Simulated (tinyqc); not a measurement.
Chemical shift by three methods: effective-mass impurity with a central-cell term, in a basis of Slater functions. Computed by tinyqc, a small Python program. Command: `OMP_NUM_THREADS=1 python tinyqc.py 3008409 3008410 out.jsonl centralcell walk`. One thread of a shared host (Intel(R) Xeon(R) Processor @ 2.30GHz), about 0.01 s of CPU time with the checks.

The envelope obeys H = -nabla^2 - (2/r) [Z + A exp(-kappa r)] in effective units, with kappa = a*/lambda; positive A deepens the well near the core.

Inputs (values chosen for the exercise, with mass and screening modelled on InP):

| quantity | value | unit |
|---|---|---|
| effective mass m | 0.0758 | m_0 |
| dielectric constant eps | 12.2 | - |
| charge Z of the core | 1 | - |
| central-cell strength A | 4.5 | - |
| central-cell range lambda | 2.4 | angstrom |

Impurity: donor, one isotropic band.

Constants: Ry = 13.605693123 eV; a_0 = 0.529177210903 angstrom.

Method:
- Units: Ry* = Ry m/eps^2 and a* = a_0 eps/m, with m in m_0.
- kappa = a*/lambda; the hydrogenic ground state is bound by Z^2 Ry*.
- For s functions exp(-zeta r), with s = zeta_i + zeta_j: S = 2/s^3, T = zeta_i zeta_j S, V = -2 Z/s^2, W = -2 A/(s + kappa)^2; each function is normalised by dividing by sqrt(S_ii S_jj).
- Large basis: zeta_i = 0.06 x 1.6^(i-1), i = 1..22, same formulas; for p functions r exp(-zeta r): S = 24/s^5, T = zeta_i zeta_j S (centrifugal term included), V = -12 Z/s^4, W = -12 A/(s + kappa)^4; overlap eigenvalues below 1e-11 are dropped.
- First order: shift = 8 A Z^3/(2 Z + kappa)^2 Ry*. One exponent: minimise zeta^2 - 2 Z zeta - 8 A zeta^3/(2 zeta + kappa)^2 by golden section on 0.2 to 6 Z. All shifts are the binding beyond Z^2 Ry*.

kappa = 35.4879 1/a*

Ry* = 6.92899 meV

hydrogenic binding energy = 6.92899 meV

Shift of the 1s binding energy (meV):

| A | first order | one exponent | large basis |
|---|---|---|---|
| -4.50 | -0.17750 | -0.16859 | -0.15195 |
| -2.25 | -0.08875 | -0.08645 | -0.08183 |
| 0.45 | 0.01775 | 0.01785 | 0.01806 |
| 1.12 | 0.04418 | 0.04478 | 0.04614 |
| 2.25 | 0.08875 | 0.09121 | 0.09706 |
| 4.50 | 0.17750 | 0.18772 | 0.21444 |
| 5.62 | 0.22167 | 0.23793 | 0.28268 |

What does the comparison show, and why?

The three columns are ordered, first order <= one exponent <= large basis, since each is a variational bound with more freedom. At the largest attractive A first order gives 78 % and one exponent 84 % of the shift; at the most repulsive A the true shift is -0.152 meV against -0.177. Attraction pulls the envelope in and feeds itself, repulsion pushes it out and saturates.

Extremes, crossings and ranges named in words are read from the listed rows.
